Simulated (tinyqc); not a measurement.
Equation-of-state fits to an energy-volume table made by a known binding curve. Changing the compression V/V_0 for the pressure test. Computed by tinyqc, a small Python program. Command: `OMP_NUM_THREADS=1 python tinyqc.py 3008259 3008260 out.jsonl eosfit sweep`. One thread of a shared host (Intel(R) Xeon(R) Processor @ 2.30GHz), about 0.03 s of CPU time with the checks.

With x = (V/V_0)^(1/3), the energy per atom is E = D [exp(-2 eta (x - 1)) - 2 exp(-eta (x - 1))], so that B0 = 2 D eta^2/(9 V_0) and B' = 1 + eta. B' = dB/dP at P = 0.

Inputs (values chosen for the exercise, for a model crystal): cohesive energy D = 1.66 eV/atom; true volume V_0 = 26.5 angstrom^3/atom; stiffness eta = 4.33; half-width of the volume window w = 0.04; shift of the window centre s = -0.0069; points N = 7; noise amplitude = 0.063 meV.

Binding curve: Morse. Noise: added.

numbers xi_j, drawn evenly from -1 to 1: [-0.7699, 0.3474, -0.5523, -0.0977, -0.2876, 0.6428, -0.7000, -0.1028, -0.9036, 0.9524, -0.0806, 0.3551, -0.6160, 0.8365, 0.0954, 0.7536, -0.0867, -0.1878, 0.0451, 0.1490, -0.9232]

Constants: 1 eV/angstrom^3 = 160.2176634 GPa.

Method:
- B0 and B' from the formulas above; P = -dE/dV at V = c V_0 (c the compression chosen), from the curve itself.
- Table: V_j = V_0 [1 + s + w (2 j/(N - 1) - 1)], j = 0..N-1, rounded to 0.001; E_j from the curve plus the noise amplitude times the listed numbers xi_j (xi_0 first), rounded to 1e-7 eV.
- Third-order Birch-Murnaghan is a cubic in u = V^(-2/3): fit it by linear least squares, find the minimum, and take B0 = V E''(V), B' = -1 - V E'''/E'' there.
- Errors are fitted minus exact, relative; the pressure at c V_0 uses P = (3 B0/2) (x^7 - x^5) [1 + (3/4)(B' - 4)(x^2 - 1)], x = (V0/V)^(1/3) with the fitted values.

One run for each value; columns: (1) compression V/V_0 for the pressure test; (2) exact pressure at c V_0 (GPa); (3) fitted pressure at c V_0 (GPa); (4) error of that pressure (%):
```
(1)      (2)     (3)     (4)
0.60  77.800  87.628  12.632
0.65  54.059  59.202   9.513
0.70  37.305  39.913   6.993
0.75  25.331  26.584   4.946
0.80  16.688  17.236   3.280
0.84  11.509  11.759   2.172
0.88   7.482   7.574   1.231
0.92   4.346   4.365   0.432
0.96   1.902   1.897  -0.262
```

Over the rows, exact pressure at c V_0 (GPa) falls from 77.8 to 1.90 (exponent d ln y / d ln x -4.5 between the first rows and -19 between the last); fitted pressure at c V_0 (GPa) falls from 87.6 to 1.90 (exponent d ln y / d ln x -4.9 between the first rows and -20 between the last); error of that pressure (%) falls from 12.6 to -0.262. The window ends at V/V_0 = 0.95; rows below it extrapolate.

Extremes, crossings and ranges named in words are read from the listed rows.
